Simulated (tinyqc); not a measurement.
# Thin film between two gates, subbands and threshold shift from confinement: effects of single changes

Undoped body with a flat potential across it, hard walls, transport along x. One isotropic valley (g = 1, mx = my = mz = me). Non-parabolicity enters the subband edges through E (1 + al E) = gamma, so E = 2 gamma/(1 + sqrt(1 + 4 al gamma)); motion within a subband is taken as parabolic with the band-edge mass. Energies are counted from the bulk band edge.

Values chosen for this exercise; masses close to those of In0.53Ga0.47As:
- T = 300 K (temperature)
- me = 0.0402 m0 (mass at the band edge)
- al = 1.3 1/eV (non-parabolicity)
- t = 5.9 nm (film thickness (along z))
- dl = 0 nm (widening of the box by penetration into the insulator)
- Cg = 2.2 uF/cm^2 (gate capacitance per area of interface)

Constants: q = 1.602176634e-19 C, kB = 1.380649e-23 J/K, hbar = 1.054571817e-34 J s, m0 = 9.1093837015e-31 kg, Vt = kB T/q, hbar^2/(2 m0) = 0.0380998212 eV nm^2. Results are converted to the units shown.

Each table varies one quantity; the others keep the values above.

## Confinement against the film thickness

gamma = C (pi k/(t + dl))^2/mz, C = hbar^2/(2 m0). Each subband has N_k = g sqrt(mx my) m0 kB T/(pi hbar^2); without degeneracy n = exp(EF/Vt) sum N_k exp(-E_k/Vt). Classical value Nc times t, Nc = sum over valleys of 2 g (m m0 kB T/(2 pi hbar^2))^1.5 with m = (mx my mz)^(1/3). Threshold shift dVT = Vt ln(classical value/sum N_k exp(-E_k/Vt)). With degeneracy n = sum N_k F((EF - E_k)/Vt), F(x) = ln(1 + exp(x)); gate: Vg = EF + q n/(Cg P), P = 2 (both faces), summed over the 60 lowest subbands at most, with Vg counted from the value that would put EF at the bulk band edge of an empty body. The last two columns are for Vg = 0.5 V; sensitivity d(dVT)/dt by central differences between 0.99 and 1.01 times the value.

Confinement against the film thickness:
```
t (nm)  E_1 (meV)  gap to the next edge (meV)  dVT (mV)  sensitivity (mV/nm)  n/P (cm^-2)  share of the lowest subband (%)
3           588.7                       855.8     537.9               -265.2      6.773e9                            100.0
3.8         419.3                       659.4     374.5               -156.3     4.397e11                            100.0
4.8         293.8                       503.6     255.1               -90.53     1.075e12                            100.0
6.1         199.6                       375.7     167.1               -50.03     1.565e12                            99.99
7.7         134.3                       276.9     107.8               -27.02     1.923e12                            98.54
9.8         87.45                       197.0     67.17               -13.57     2.390e12                            83.76
12          60.24                       144.9     45.11               -7.277     2.780e12                            71.66
16          34.95                       90.69     26.59               -2.856     3.268e12                            58.33
20          22.71                       61.59     18.53               -1.412     3.638e12                            49.00
```

What does the table show?

As t grows from 3 to 20 nm, E_1 falls from 589 to 22.7 meV and dVT falls from 538 to 18.5 mV. E_1 goes as t^(-1.44) at the thin end (-2 for a parabolic band without penetration); a thickness error of 0.2 nm moves the threshold by 53 mV in the first row and 0.28 mV in the last. The charge per interface area rises from 6.77e9 to 3.64e12 cm^-2. For t = 7.7, 9.8, 12, 16, 20 the charge in the last two columns would bend the potential across the body noticeably, which is left out.

## Charge and subband filling against gate voltage

Same model as above.

Each subband has N_k = g sqrt(mx my) m0 kB T/(pi hbar^2). Cq = q dn/dEF.

Result of one run:
```
Vg (V)  EF - E_1 (eV)  n (cm^-2)  n/P (cm^-2)  share of the lowest subband (%)  Cq/(Cg P)  total C/(Cg P)
0.56           0.2166   3.638e12     1.819e12                            99.99     0.6120          0.3797
```

What becomes of these results when the gate voltage Vg is changed from 0.56 to 0.18 V, all else the same?

Result of the changed run:
```
Vg (V)  EF - E_1 (eV)  n (cm^-2)  n/P (cm^-2)  share of the lowest subband (%)  Cq/(Cg P)  total C/(Cg P)
0.18         -0.03458   1.012e11     5.059e10                            100.0     0.1271          0.1128
```

The whole series:
```
Vg (V)  EF - E_1 (eV)  n (cm^-2)  n/P (cm^-2)  share of the lowest subband (%)  Cq/(Cg P)  total C/(Cg P)
0.06          -0.1509    1.263e9      6.313e8                            100.0   0.001776        0.001773
0.18         -0.03458   1.012e11     5.059e10                            100.0     0.1271          0.1128
0.31          0.06060   1.057e12     5.287e11                            100.0     0.5580          0.3581
0.43           0.1359   2.285e12     1.142e12                            100.0     0.6083          0.3782
0.56           0.2166   3.638e12     1.819e12                            99.99     0.6120          0.3797
0.69           0.2971   4.999e12     2.500e12                            99.78     0.6268          0.3853
0.81           0.3684   6.335e12     3.167e12                            97.67     0.7878          0.4407
0.94           0.4345   8.090e12     4.045e12                            90.19      1.125          0.5293
1.06           0.4896   9.873e12     4.937e12                            83.27      1.209          0.5474
```

EF passes E_1 = 0.211 eV at Vg = 0.222 V. The share of the lowest subband falls from 100 to 83.3 % and the total capacitance rises from 0.00177 to 0.547 of Cg P. In the last row 46 % of an added gate voltage goes into raising EF (from the last two rows). For Vg = 0.81, 0.94, 1.06 the charge would bend the potential across the body noticeably, which is left out.

Range of the model: Non-parabolicity also makes carriers heavier within each subband, which is left out, so densities of states are understated at high energy.

Numbers from tinyqc (`OMP_NUM_THREADS=1 python tinyqc.py 2350048 2350049 out.jsonl`; about 0.02 s on one thread of a shared Intel Xeon 2.30GHz).
